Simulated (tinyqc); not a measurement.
## Film and buried-oxide thickness from two coupling ratios

Problem. In a depleted film -dVT/dVb is k1 = Cs Cbox/(Cox (Cs + Cbox)) for a front channel and k2 = Cbox (Cox + Cs)/(Cox Cs) for a back channel, with Cox = eps0 eox/tox, Cs = eps0 eps_r/ts, Cbox = 3.9 eps0/tb. Find ts and tb.

Inputs (values chosen for the exercise); band and dielectric values close to those of silicon:
- eps_r = 11.9 (relative permittivity)
- eox = 3.9 (relative permittivity of the gate insulator (close to silicon dioxide))
- tox = 3.4 nm (insulator thickness)

coupling ratios for a front and a back channel: 0.21057562  0.50355527

Answer. With y = Cox/Cs and z = Cox/Cbox, 1/k1 = y + z and k2 = (1 + y)/z, so y = (k2/k1 - 1)/(1 + k2); the thicknesses follow from y and z.

ts = 9.60 nm
tb = 13.0 nm

Numbers from tinyqc (`OMP_NUM_THREADS=1 python tinyqc.py 2190037 2190038 out.jsonl`; about 0.3 s on one thread of a shared Intel Xeon 2.30GHz).
